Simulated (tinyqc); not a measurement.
# Elastic trap-assisted tunnelling through a dielectric, step by step

tinyqc, about 0.05 s, one thread, Intel Xeon 2.30GHz (shared host): `OMP_NUM_THREADS=1 python tinyqc.py 2370160 2370161 out.jsonl` Printed values are rounded.

Emitter at x = 0 (Fermi level 0), collector at x = t (Fermi level -V), band edge U(x) = phi - F x, F = V/t. A trap at x has the energy E = U(x) - Et. With G(u) = (4/(3 F)) sqrt(mo/C) max(u, 0)^1.5, C = hbar^2/(2 m0): S1 = G(phi - E) - G(Et), S2 = G(Et) - G(phi - V - E), T1,2 = exp(-S1,2). The steady rate through one trap is nu T1 T2 (f1 - f2)/(T1 + T2), f1 = f(E), f2 = f(E + V), f(y) = 1/(1 + exp(y/Vt)); both contacts offer states at E.

Values chosen for this exercise; dielectric values close to those of hafnium oxide:

| symbol | value | unit | meaning |
|---|---|---|---|
| T | 300 | K | temperature |
| phi | 1.52 | eV | barrier above the emitter Fermi level |
| mo | 0.19 | m0 | tunnelling mass |
| t | 5.7 | nm | thickness |
| Et | 1.28 | eV | trap depth below the band edge of the dielectric |
| Nt | 4.2e17 | cm^-3 | trap density |
| nu | 1e13 | 1/s | attempt frequency |
| n | 11 |  | points of the grid |
| V | 1.09 | V | voltage |
| xa | 1.29 | nm | left end of the grid |
| xb | 3.67 | nm | right end of the grid |

Constants: q = 1.602176634e-19 C, kB = 1.380649e-23 J/K, hbar = 1.054571817e-34 J s, m0 = 9.1093837015e-31 kg, Vt = kB T/q, hbar^2/(2 m0) = 0.0380998212 eV nm^2. Results are converted to the units shown.

Range of the model: Phonon-assisted (inelastic) capture, chains of traps and a spread of trap depths are left out.

## Rate through a trap near the best position

n equally spaced x from xa to xb, where nearly all of the current flows; J = q Nt times the integral of the rate, by Simpson's rule.

| point | x (nm) | E (eV) | S1 | S2 | f1 - f2 | rate (1/s) |
|---|---|---|---|---|---|---|
| 0 | 1.29000 | -0.006684 | 6.8230 | 18.0553 | 0.564281 | 81314.8 |
| 1 | 1.52800 | -0.052196 | 8.1462 | 17.3349 | 0.882783 | 2.61438e5 |
| 2 | 1.76600 | -0.097709 | 9.4886 | 16.5796 | 0.977677 | 6.15756e5 |
| 3 | 2.00400 | -0.143221 | 10.8500 | 15.7910 | 0.996089 | 1.37172e6 |
| 4 | 2.24200 | -0.188733 | 12.2303 | 14.9704 | 0.999325 | 2.95775e6 |
| 5 | 2.48000 | -0.234246 | 13.6290 | 14.1191 | 0.999884 | 4.57707e6 |
| 6 | 2.71800 | -0.279758 | 15.0459 | 13.2381 | 0.999980 | 2.50994e6 |
| 7 | 2.95600 | -0.325270 | 16.4810 | 12.3284 | 0.999997 | 6.84910e5 |
| 8 | 3.19400 | -0.370782 | 17.9338 | 11.3908 | 0.999999 | 1.62493e5 |
| 9 | 3.43200 | -0.416295 | 19.4042 | 10.4262 | 1.00000 | 37395.1 |
| 10 | 3.67000 | -0.461807 | 20.8920 | 9.4353 | 1.00000 | 8447.42 |

J = 0.0215202 A/cm^2

A converged quadrature gives 0.02127 A/cm^2; this grid is 1.2 % above that. The rate peaks at x = 2.48 nm; traps sink below the emitter Fermi level beyond x = 1.26 nm.

## The best-placed trap against direct tunnelling

xs = 2.48 nm

At x = xs: E, S1, S2 and the occupation (T1 f1 + T2 f2)/(T1 + T2). Direct tunnelling at E = 0 has S = (4/(3 F)) sqrt(mo/C) [phi^1.5 - max(phi - V, 0)^1.5].

E = -0.234246 eV
S1 = 13.6290
S2 = 14.1191
occupation = 0.620067
S of direct tunnelling = 24.7884

The harder of the two steps has S = 14.1, 57.0 % of the direct exponent: the trap splits one long tunnelling path into two short ones.
